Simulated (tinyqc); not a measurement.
# Van der Pauw, Hall and four-point-probe measurements on a doped layer, step by step

tinyqc, about 0.03 s, one thread, Intel Xeon 2.30GHz (shared host): `OMP_NUM_THREADS=1 python tinyqc.py 2850155 2850156 out.jsonl` Printed values are rounded.

A uniform n-type layer with sheet resistance Rs = 1/(q ns mu), point contacts, low field (mu B small).

Values chosen for this exercise:
- ns = 3.2e13 cm^-2 (sheet density of the layer)
- mu = 1300 cm^2/(V s) (drift mobility)
- rH = 1.18 (Hall factor)
- B = 0.55 T (magnetic field)
- I = 50 uA (current)
- ar = 1.93 (side ratio a/b of a rectangular sample with corner contacts)
- t = 1500 nm (thickness of the layer)

Constants: q = 1.602176634e-19 C. Results are converted to the units shown.

## Resistances and Hall voltage

Rs = 1/(q ns mu). For a rectangle with contacts at the corners, RA = (8 Rs/pi) sum_(k>=0) ln coth((2k + 1) pi a/(2 b)) with current along a short side b and voltage along the opposite one, RB the same with a and b exchanged; Hall voltage VH = rH B I/(q ns), negative for electrons.

Rs = 150.036 ohm/square
RA = 1.77796 ohm
RB = 158.043 ohm
VH = -0.632928 mV

RB/RA = 88.9; for a square both equal Rs ln 2/pi = 33.1 ohm.

## Starting value

z = 2 ln 2/(pi (RA + RB)), exact for RA = RB.

z at the start = 2.76104 mS

## Iteration 1: new z

The van der Pauw equation exp(-pi RA z) + exp(-pi RB z) = 1 is solved for z = 1/Rs: e1 = exp(-pi RA z), e2 = exp(-pi RB z), f = e1 + e2 - 1, f' = -pi (RA e1 + RB e2), z(new) = z - f/f'.

e1 = 0.984696
e2 = 0.253885
f = 0.238582
f' = -0.131556 kohm
z after iteration 1 = 4.57458 mS

## Iteration 2: new z

As before.

e1 = 0.974772
e2 = 0.103177
f = 0.0779491
f' = -0.0566729 kohm
z after iteration 2 = 5.95001 mS

## Course of the iteration

Stop when the step is below 1e-10 mS, or after 40 iterations.

Course of the iteration:
```
iteration  z before the step (mS)  step (mS)
1                         2.76104       1.81
2                         4.57458       1.38
3                         5.95001      0.621
4                         6.57120     0.0922
5                         6.66337    1.68e-3
6                         6.66505    5.44e-7
7                         6.66505    < 1e-12
```

Converged in 7 iterations.

## Sheet density, mobility and bulk values

converged z = 6.66505 mS

Rs = 1/z; Hall sheet density B I/(q |VH|); Hall mobility |VH|/(Rs B I); true values ns = rH times the Hall density, mu = Hall mobility/rH; bulk density ns/t, resistivity Rs t; correction factor F = Rs/[(pi/ln 2)(RA + RB)/2].

Rs = 150.036 ohm/square
Hall sheet density = 2.71186e13 cm^-2
Hall mobility = 1534 cm^2/(V s)
ns = 3.2e13 cm^-2
mu = 1300 cm^2/(V s)
bulk density = 2.13333e17 cm^-3
resistivity = 0.0225054 ohm cm
F = 0.414257

Taking the mean of RA and RB without F would overstate Rs by 140 %.
